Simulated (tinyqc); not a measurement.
Raising U: Hubbard ring of 6 sites, mean field against exact. Computed by the program tinyqc. Collinear unrestricted mean field (the lowest of 40 random starts) against exact diagonalisation.

one-body matrix (hopping and site energies) (eV):
```
         1        2        3        4        5        6
1  -0.1600  -0.6800   0.0000   0.0000   0.0000  -0.6800
2  -0.6800   0.2600  -0.6800   0.0000   0.0000   0.0000
3   0.0000  -0.6800  -0.2200  -0.6800   0.0000   0.0000
4   0.0000   0.0000  -0.6800   0.2000  -0.6800   0.0000
5   0.0000   0.0000   0.0000  -0.6800   0.2100  -0.6800
6  -0.6800   0.0000   0.0000   0.0000  -0.6800  -0.0800
```

electrons, up and down: 3  3

Exact and mean-field results (eV):
```
U            U/t    E exact  E mean field  mean |n_up - n_down|  double occupancy, exact  first gap in the sector
0.3400    0.5000  -4.811397     -4.795081                0.0000                   0.2384                   1.1448
0.6800    1.0000  -4.342985     -4.276982                0.0000                   0.2208                   1.1322
2.0400    3.0000  -2.837323     -2.307143                0.5369                   0.1477                   0.6971
2.7200    4.0000  -2.306459     -1.737417                0.7517                   0.1133                   0.5310
4.0800    6.0000  -1.600431     -1.121469                0.8898                   0.0646                   0.3324
5.4400    8.0000  -1.187283     -0.797893                0.9378                   0.0395                   0.2380
8.1600   12.0000  -0.743395     -0.466413                0.9723                   0.0187                   0.1545
13.6000  20.0000  -0.370047     -0.197226                0.9900                   0.0070                   0.0925
```

Estimate the missing row, U = 1.36.

Computed row:
```
U          U/t    E exact  E mean field  mean |n_up - n_down|  double occupancy, exact  first gap in the sector
1.3600  2.0000  -3.515296     -3.245251                0.0000                   0.1847                   0.9083
```

In absolute terms mean field is worst at U/t = 4.0, 0.569 eV too high: at small U it is nearly exact, and at large U it misses only exchange-scale energies. Its local moments set in at U/t = 3.0 of those listed, a broken symmetry that the exact state of a finite cluster with equal spins does not have. Relative to the exact energy its error is 0.3 % at the smallest U, 47 % at most and 47 % at the largest. The double occupancy falls from 0.238 to 0.007.
